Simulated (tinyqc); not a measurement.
Resistance of a tapered via with liner, size effect and interface: via resistance against the sidewall angle.

A round via whose diameter grows from db at the bottom as D(z) = db + 2 z/tan(ang). The fill, of diameter D - 2 tl, starts above the bottom liner (thickness fb tl) and has rho = rho0 (1 + ks lam/(D - 2 tl)); the sidewall liner conducts in parallel with it. The bottom liner and the interface are crossed over the full area pi db^2/4. Spreading in the lines above and below is left out.

Slices between z0 = fb tl and hv, evaluated at their midpoints: conductance per length pi/4 [(D - 2 tl)^2/rho + (D^2 - (D - 2 tl)^2)/rl], slice resistance = slice height over that. 2000 slices. R_fill = sum of the slices; R_bottom = rl fb tl/(pi db^2/4); R_interface = ri/(pi db^2/4); ballistic (Sharvin) limit 1/(Sb pi (db - 2 tl)^2/4); ideal cylinder rho0 hv/(pi db^2/4).

Parameters, values chosen for the exercise; fill metal close to copper: diameter at the bottom db = 31 nm; height hv = 78 nm; bulk resistivity of the fill rho0 = 1.66 uohm cm; mean free path of the fill lam = 38.8 nm; size-effect factor ks = 1.3; liner on the sidewall tl = 3 nm; liner at the bottom over that on the sidewall fb = 0.5; resistivity of the liner rl = 330 uohm cm; interface resistivity at the bottom ri = 2.2e-12 ohm cm^2; ballistic conductance per area, about 3/(4 rho0 lam) Sb = 1.1e15 S/m^2.

The same in every row: R_bottom (ohm) = 6.558; R_interface (ohm) = 0.2915; ballistic limit (ohm) = 1.852.

Results:
```
ang (degrees)	R_fill (ohm)	R (ohm)	R over ideal cylinder	largest part
90	7.743	14.59	8.507	fill
88	5.951	12.80	7.462	bottom liner
87	5.318	12.17	7.093	bottom liner
86	4.798	11.65	6.790	bottom liner
84	3.997	10.85	6.323	bottom liner
82	3.410	10.26	5.981	bottom liner
```

Estimate the missing row, ang = 89 degrees.

Computed row:
```
ang (degrees)	R_fill (ohm)	R (ohm)	R over ideal cylinder	largest part
89	6.739	13.59	7.921	fill
```

With this row back in the table: R falls from 14.6 to 10.3 ohm. The fill is the largest part at ang = 90, the bottom liner from 88 on. The share of the two bottom terms goes from 46.9 to 66.8 %. For ang = 82 the ballistic limit exceeds half of R_fill, so the diffusive model understates R.

Program tinyqc, `OMP_NUM_THREADS=1 python tinyqc.py 2750027 2750028 out.jsonl`; Intel Xeon 2.30GHz, shared host, one thread, about 0.01 s.
